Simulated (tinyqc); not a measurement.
# Worked calculation: tunnelling through a gate dielectric, WKB transmission and Tsu-Esaki current

Computed by the program tinyqc: `OMP_NUM_THREADS=1 python tinyqc.py 2540117 2540118 out.jsonl`, one thread of a shared Intel Xeon 2.30GHz, about 0.05 s for the whole run. Printed values are rounded.

Electrons leave the emitter at x = 0. Energies E (motion across the layers) are in eV from the emitter Fermi level; the collector Fermi level lies at -V and offers states at every E. No charge in the dielectric and no image force: F1 = V/t1, U = phi1 - F1 x. With C = hbar^2/(2 m0), kappa = sqrt(m (U - E)/C) where U > E and 0 elsewhere; T(E) = exp(-S), S = 2 times the integral of kappa over x.

Parameters, values chosen for the exercise; dielectric values close to those of silicon dioxide:
```
symbol,value,unit,meaning
T,300,K,temperature
Ef,2.7,eV,Fermi energy of the emitter above its band bottom
me,0.94,m0,emitter mass in the supply function
phi1,3.19,eV,barrier of layer 1 above the emitter Fermi level at zero bias
m1,0.5,m0,tunnelling mass of layer 1
t1,2.9,nm,thickness of layer 1
V,1,V,voltage across the dielectric
E,0.12,eV,energy of the electron followed
nc,8,,cells in each layer
Ea,-1.1,eV,lower end of the energy grid
Eb,0.28,eV,upper end of the energy grid
nE,11,,points of the energy grid
```

Constants: q = 1.602176634e-19 C, kB = 1.380649e-23 J/K, hbar = 1.054571817e-34 J s, m0 = 9.1093837015e-31 kg, Vt = kB T/q, hbar^2/(2 m0) = 0.0380998212 eV nm^2. Results are converted to the units shown.

## Fields and band edges

F1 = V/t1, U = phi1 - F1 x.

F1 = 3.44828 MV/cm
U at x = t1 = 2.19 eV

## WKB exponent by the midpoint rule

Cut each layer into nc equal cells, take U and kappa at the cell centres, and sum S = 2 sum kappa h.

```
cell   x (nm)   U (eV)  kappa (1/nm)
0     0.18125  3.12750       6.28241
1     0.54375  3.00250       6.15047
2     0.90625  2.87750       6.01563
3     1.26875  2.75250       5.87770
4     1.63125  2.62750       5.73646
5     1.99375  2.50250       5.59165
6     2.35625  2.37750       5.44299
7     2.71875  2.25250       5.29015
```

S = 33.6309
T(E) = 2.47902e-15

## WKB exponent in closed form

Each layer adds (2/F) sqrt(m/C) [G(u at its left edge) - G(u at its right edge)] to S, with u = U - E (0 where negative) and G(u) = (2/3) u^1.5. The slope follows from 1/d = -dS/dE.

S = 33.6301
T(E) = 2.48113e-15
energy d over which T(E) grows by a factor e = 0.15187 eV

The midpoint rule gives S = 33.631, so its T(E) is 0.085 % below this value. The band edge stays above E through the whole stack: direct tunnelling through a trapezoid.

## Current density on a coarse energy grid

J = J0 times the integral of T(E) N(E) dE, N = ln[(1 + exp(-E/Vt))/(1 + exp((-E - V)/Vt))], J0 = q^2 me m0 kB T/(2 pi^2 hbar^3) (times 1e-4 for A/cm^2 per eV), by Simpson's rule on nE equally spaced points from Ea to Eb.

```
point    E (eV)         T(E)           N       T(E) N
0      -1.10000  1.77143e-18     38.6610  6.84854e-17
1      -0.96200  3.76258e-18     37.0049  1.39234e-16
2      -0.82400  8.10864e-18     31.8726  2.58444e-16
3      -0.68600  1.77457e-17     26.5357  4.70895e-16
4      -0.54800  3.94771e-17     21.1976  8.36819e-16
5      -0.41000  8.93657e-17     15.8595  1.41730e-15
6      -0.27200  2.06107e-16     10.5215  2.16855e-15
7      -0.13400  4.84952e-16     5.18894  2.51639e-15
8       0.00400  1.16587e-15    0.618773  7.21411e-16
9       0.14200  2.86881e-15  0.00410783  1.17846e-17
10      0.28000  7.23950e-15  1.97789e-5  1.43190e-19
```

J0 = 3.93264e8 A/(cm^2 eV)
J = 4.75074e-7 A/cm^2

The integrand peaks at E = -0.134 eV among these points. A converged quadrature from -Ef to above the barrier gives 4.734e-7 A/cm^2; this grid is 0.35 % above that.
